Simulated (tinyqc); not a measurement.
Inside a calculation. Method: extended Hueckel theory, for H4. Computed by tinyqc, a small Python program that keeps every step (integrals from PySCF). Settings: charge = 0, K = 1.75, multiplicity = 1. Command: `OMP_NUM_THREADS=1 python tinyqc.py 30686 30687 out.jsonl` (the two numbers bound the seeds that draw the settings). One thread of a shared host (Intel(R) Xeon(R) Processor @ 2.60GHz), about 0.01 s of CPU time with the checks.

## Overlaps

Geometry (angstrom):
```
atom         x         y         z
H     0.000000  0.000000  0.000000
H     0.000000  0.000000  0.950000
H     0.000000  0.000000  2.014000
H     0.000000  0.000000  2.964000
```

Parameters chosen for this run:
```
element  shell  Slater exponent   H_ii (eV)
H           1s         1.300000  -13.600000
```

Slater orbitals, each expanded in six Gaussians scaled to its exponent.

overlap S, order 1H 1s, 2H 1s, 3H 1s, 4H 1s:
```
[[1.000000, 0.499107, 0.100147, 0.017854],
 [0.499107, 1.000000, 0.431539, 0.100147],
 [0.100147, 0.431539, 1.000000, 0.499107],
 [0.017854, 0.100147, 0.499107, 1.000000]]
```

## Wolfsberg-Helmholz matrix

diagonal H_ii (eV): [-13.600000, -13.600000, -13.600000, -13.600000]

K = 1.750000

H_ij = K' S_ij (H_ii + H_jj)/2 for i != j (the diagonal keeps H_ii), with K' = 1.75.

H (eV), order 1H 1s, 2H 1s, 3H 1s, 4H 1s:
```
[[-13.600000, -11.878751, -2.383500, -0.424936],
 [-11.878751, -13.600000, -10.270636, -2.383500],
 [-2.383500, -10.270636, -13.600000, -11.878751],
 [-0.424936, -2.383500, -11.878751, -13.600000]]
```

## Orbitals

valence electrons = 4

Solve H C = S C e through S^(-1/2); fill by pairs from the bottom, a degenerate level sharing its electrons equally; each orbital has its largest coefficient positive (the first on a tie).

orbital energies (eV): [-18.312129, -15.471395, -6.533795, 7.496854]

occupations: [2.000000, 2.000000, 0.000000, 0.000000]

coefficients, order 1H 1s, 2H 1s, 3H 1s, 4H 1s:
```
[[0.301032, 0.545975, 0.749179, -0.643440],
 [0.422366, 0.331928, -0.533960, 1.058369],
 [0.422366, -0.331928, -0.533960, -1.058369],
 [0.301032, -0.545975, 0.749179, 0.643440]]
```

sum of one-electron energies = -67.567048 eV

## Mulliken analysis

P = C n C^T; charge = valence electrons (H 1) minus the sum of (P S)_ii on the atom; overlap population = 2 sum P_ij S_ij between two atoms.

charges: [-0.066998, 0.066998, 0.066998, -0.066998]

Overlap populations:
```
pair      value
2-1    0.615639
3-1   -0.021663
3-2    0.117753
4-1   -0.014817
4-2   -0.021663
4-3    0.615639
```
